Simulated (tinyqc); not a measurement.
# Lossy on-chip transmission line with skin effect: effects of single changes

A uniform line in a homogeneous dielectric: c = sqrt(er)/(c0 Z0), l = Z0 sqrt(er)/c0 (c0 = 299792458 m/s), g = w c td, w = 2 pi f. The resistance joins its limits as r = sqrt(r_dc^2 + r_hf^2), with r_dc = rho/(wd th), r_hf = kr rho/(2 delta (wd + th)), delta = sqrt(rho/(pi f mu0)), mu0 = 4 pi 1e-7 H/m; this is an interpolation, and internal inductance, up to 0.05 nH/mm at low frequency, is neglected.

Inputs (values chosen for the exercise): width of the strip wd = 0.62 um; thickness of the strip th = 0.62 um; resistivity rho = 2.2 uohm cm; relative permittivity er = 2.7; loss tangent td = 0.005; lossless impedance sqrt(l/c) Z0 = 50 ohm; factor for crowding and the return path kr = 2; length len = 0.76 mm; source resistance Rg = 10 ohm; load resistance RL = 100 ohm; load capacitance CL = 100 fF; frequency f = 4.9 GHz.

Each table varies one quantity; the others keep the values above.

## Line properties against frequency

gamma = sqrt((r + i w l)(g + i w c)) = alpha + i beta, Zc = sqrt((r + i w l)/(g + i w c)), roots with positive real part; loss 8.685889638 alpha in dB; phase velocity w/beta. ZL = 1/(1/RL + i w CL); reflection (ZL - Zc)/(ZL + Zc); Zin = Zc (ZL + Zc tanh(gamma len))/(Zc + ZL tanh(gamma len)); H = V_load/V_source = [Zin/(Zin + Rg)]/[cosh(gamma len) + (Zc/ZL) sinh(gamma len)].

Line properties against frequency:

| f (GHz) | r (ohm/mm) | r/(w l) | loss (dB/mm) | \|Zc\| (ohm) | phase velocity over c0 | length in wavelengths | \|H\| (dB) |
|---|---|---|---|---|---|---|---|
| 0.01 | 57.24 | 3324 | 0.1222 | 2883 | 0.01496 | 0.001694 | -3.722 |
| 0.03 | 57.25 | 1108 | 0.2117 | 1664 | 0.02591 | 0.002936 | -3.723 |
| 0.09 | 57.28 | 369.6 | 0.3664 | 961.2 | 0.04482 | 0.005091 | -3.724 |
| 0.3 | 57.38 | 111.1 | 0.6674 | 527.0 | 0.08150 | 0.009332 | -3.728 |
| 0.8 | 57.63 | 41.83 | 1.084 | 323.4 | 0.1318 | 0.01539 | -3.739 |
| 2 | 58.21 | 16.90 | 1.693 | 205.7 | 0.2037 | 0.02489 | -3.763 |
| 7 | 60.59 | 5.027 | 3.016 | 113.2 | 0.3485 | 0.05092 | -3.864 |
| 20 | 66.37 | 1.927 | 4.597 | 73.68 | 0.4840 | 0.1047 | -4.498 |
| 60 | 81.64 | 0.7902 | 6.697 | 56.45 | 0.5712 | 0.2663 | -10.68 |

What does the comparison show?

r equals w l at 44.1 GHz: below it |Zc| and the delay grow as in an RC line, above it |Zc| tends to Z0 = 50 ohm and the velocity to 1/sqrt(er) = 0.609 c0. The loss goes as f^(0.50) between the first two rows and f^(0.34) between the last two. |H| is -3.72 dB in the first row and -10.7 dB in the last; between rows it can pass through resonances that the table doesn't show.

## Effect of the loss tangent

Same model as above.

The same in every row: r (ohm/mm) = 59.60; r/(w l) = 7.064.

Results:

| td | loss (dB/mm) | \|Zc\| (ohm) | phase velocity over c0 | length in wavelengths | \|H\| (dB) |
|---|---|---|---|---|---|
| 0 | 2.567 | 133.6 | 0.3018 | 0.04116 | -3.817 |
| 0.002 | 2.570 | 133.6 | 0.3020 | 0.04113 | -3.818 |
| 0.005 | 2.574 | 133.6 | 0.3024 | 0.04107 | -3.820 |
| 0.01 | 2.582 | 133.5 | 0.3031 | 0.04099 | -3.823 |
| 0.02 | 2.597 | 133.5 | 0.3044 | 0.04081 | -3.828 |
| 0.04 | 2.627 | 133.5 | 0.3070 | 0.04046 | -3.839 |

Estimate the missing row, td = 0.001.

Computed row:

| td | loss (dB/mm) | \|Zc\| (ohm) | phase velocity over c0 | length in wavelengths | \|H\| (dB) |
|---|---|---|---|---|---|
| 0.001 | 2.568 | 133.6 | 0.3019 | 0.04115 | -3.818 |

With this row back in the table: As td goes from 0 to 0.04, the loss rises from 2.57 to 2.63 dB/mm, |Zc| stays near 134 ohm and |H| goes from -3.82 to -3.84 dB, with its highest value among the rows, -3.82 dB, at td = 0. In the low-loss estimate the dielectric part g Z0/2 equals the conductor part r/(2 Z0) at td = 7.06.

tinyqc, about 0.01 s, one thread, Intel Xeon 2.30GHz (shared host): `OMP_NUM_THREADS=1 python tinyqc.py 2810186 2810187 out.jsonl`
